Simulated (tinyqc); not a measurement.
Metal-interlayer-semiconductor contact, depinning against tunnelling resistance: one step of the calculation.

Zero bias, n-type semiconductor. Gap states at the semiconductor surface thin out as exp(-be ti), which unpins the barrier; electrons must then cross the interlayer (a rectangular barrier, no voltage drop across it) and the parabolic depleted layer, both by WKB. Energies E are counted from the Fermi level; no image force, parabolic bands.

Task. Pinning, barrier and scales. S = 1/(1 + (1/S0 - 1) exp(-be ti)); phiB = S (phiM - chi) + (1 - S)(Eg - E0); xi = Ec - EF deep inside, from Nd = Nc F(-xi/Vt), F(x) = (2/sqrt(pi)) int_0^infinity sqrt(u) du/(1 + exp(u - x)); band bending U = phiB - xi; E00 = (hbar/2) sqrt(Nd/(eps0 eps_r mt m0)) in volts; A = 4 pi q mA m0 kB^2/h^3.

Inputs (values chosen for the exercise); semiconductor values close to those of In0.53Ga0.47As; interlayer mass of the order of that in strontium titanate, offset chosen freely:
- T = 300 K (temperature)
- Eg = 0.711 eV (band gap)
- eps_r = 13.6 (relative permittivity)
- chi = 4.55 eV (electron affinity)
- Nc = 2.1e17 cm^-3 (conduction-band density of states at T)
- mt = 0.0426 m0 (tunnelling mass in the semiconductor)
- mA = 0.0398 m0 (Richardson mass)
- Nd = 9.7e17 cm^-3 (donor density)
- E0 = 0.52 eV (charge-neutrality level above the valence band)
- S0 = 0.15 (pinning factor without interlayer)
- phiM = 4.55 eV (metal work function)
- ti = 1.4 nm (interlayer thickness)
- be = 5.6 1/nm (decay constant of gap states through the interlayer)

Constants: q = 1.602176634e-19 C, kB = 1.380649e-23 J/K, eps0 = 8.8541878128e-12 F/m, hbar = 1.054571817e-34 J s, h = 6.62607015e-34 J s, m0 = 9.1093837015e-31 kg, Vt = kB T/q. Results are converted to the units shown.

Wanted: S; phiB; xi; U; E00; A.

Result.

S = 0.99777
phiB = 4.2513e-4 eV
xi = -0.079378 eV
U = 0.079803 eV
E00 = 0.024024 eV
A = 4.7829 A/(cm^2 K^2)

Numbers from tinyqc (`OMP_NUM_THREADS=1 python tinyqc.py 2270091 2270092 out.jsonl`; about 0.02 s on one thread of a shared Intel Xeon 2.30GHz).
